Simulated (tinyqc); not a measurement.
# p-i-n junction, non-linear Poisson equation by Newton steps: starts and damping rules compared

One dimension, p side on the left, n side on the right; net doping C = -Na for x < 0, 0 for 0 < x < Li and +Nd beyond. The potential psi is counted from the intrinsic level, and the quasi-Fermi potentials are flat: 0 for holes and -V for electrons, so n = ni exp((psi + V)/Vt) and p = ni exp(-psi/Vt) (Boltzmann statistics, full ionisation, no current).

a_i = eps0 eps_r/h_i for the interval from node i to i + 1, with h_i = x_(i+1) - x_i in cm.

n_i = ni exp((psi_i + V)/Vt), p_i = ni exp(-psi_i/Vt), rho_i = p_i - n_i + C_i, g_i = (n_i + p_i)/Vt. Box widths w_i = (h_(i-1) + h_i)/2 in cm. Residual F_i = a_i (psi_(i+1) - psi_i) - a_(i-1) (psi_i - psi_(i-1)) + q rho_i w_i; Jacobian: a_(i-1) and a_i beside the diagonal, b_i = -a_(i-1) - a_i - q g_i w_i on it. The two end nodes are fixed.

Iterations until the largest undamped |d| is below 1e-9 V (the last, tiny step is counted), with a cap of 100; "overflow" would mean that an exponential left the range of double precision. Starts:
- neutral: psi_p = -Vt ln(Na/ni) on nodes with x < 0 and psi_n = Vt ln(Nd/ni) - V on the others.
- depletion: The parabolas of an abrupt Na-Nd junction in the depletion approximation: psi_p + q Na (x + xp)^2/(2 eps0 eps_r) for -xp < x < 0, psi_n - q Nd (xn - x)^2/(2 eps0 eps_r) for 0 < x < xn, flat outside, with W = sqrt(2 eps0 eps_r (psi_n - psi_p)(1/Na + 1/Nd)/q), xp = W Nd/(Na + Nd), xn = W Na/(Na + Nd), psi_p = -Vt ln(Na/ni), psi_n = Vt ln(Nd/ni) - V.
- linear: A straight line in x from psi_p = -Vt ln(Na/ni) at the first node to psi_n = Vt ln(Nd/ni) - V at the last.

Rules for the step d, which solves the tridiagonal system a_(i-1) d_(i-1) + b_i d_i + a_i d_(i+1) = -F_i:
- full Newton steps: the full step is added.
- logarithmic damping: each component d is damped to sign(d) Vt ln(1 + |d|/Vt) before it is added.
- steps capped at 4 Vt: if the largest |d| exceeds 4 Vt, the whole step is scaled down so that it equals 4 Vt.
- halved steps: half of the step is added while the largest |d| exceeds 1.5 Vt, the full step after that.

Inputs (values chosen for the exercise); band and dielectric values close to those of 4H silicon carbide: temperature T = 325 K; band gap Eg = 3.32 eV; relative permittivity eps_r = 9.77; conduction-band density of states at T Nc = 1.89e19 cm^-3; valence-band density of states at T Nv = 2.84e19 cm^-3; acceptor density of the p side Na = 1.1e16 cm^-3; donor density of the n side Nd = 5.6e15 cm^-3; bias of the p side against the n side V = -0.5 V; width of the undoped layer, from x = 0 to Li Li = 1900 nm.

Constants: q = 1.602176634e-19 C, kB = 1.380649e-23 J/K, Vt = kB T/q, eps0 = 8.8541878128e-14 F/cm where lengths are in cm. Results are converted to the units shown.

| node | x (nm) | net doping C (cm^-3) |
|---|---|---|
| 0 | -761 | -1.1e16 |
| 1 | -571 | -1.1e16 |
| 2 | -408 | -1.1e16 |
| 3 | -268 | -1.1e16 |
| 4 | -148 | -1.1e16 |
| 5 | -44.5 | -1.1e16 |
| 6 | 44.5 | 0 |
| 7 | 171 | 0 |
| 8 | 350 | 0 |
| 9 | 605 | 0 |
| 10 | 967 | 0 |
| 11 | 1480 | 0 |
| 12 | 2210 | 5.6e15 |
| 13 | 3250 | 5.6e15 |

ni = 4.20004e-7 cm^-3

Iterations needed:

|  | full Newton steps | logarithmic damping | steps capped at 4 Vt | halved steps |
|---|---|---|---|---|
| neutral | 10 | 38 | 39 | 15 |
| depletion | 8 | 32 | 29 | 14 |
| linear | over 100 | 20 | 16 | 75 |

What does the table show?

The fewest iterations, 8, are needed by full Newton steps from the depletion start. No result within 100 iterations: full Newton steps from the linear start. Lowest count for the worst start: logarithmic damping, at most 38 iterations.

Computed by the program tinyqc: `OMP_NUM_THREADS=1 python tinyqc.py 2000169 2000170 out.jsonl`, one thread of a shared Intel Xeon 2.30GHz, about 0.1 s for the whole run.
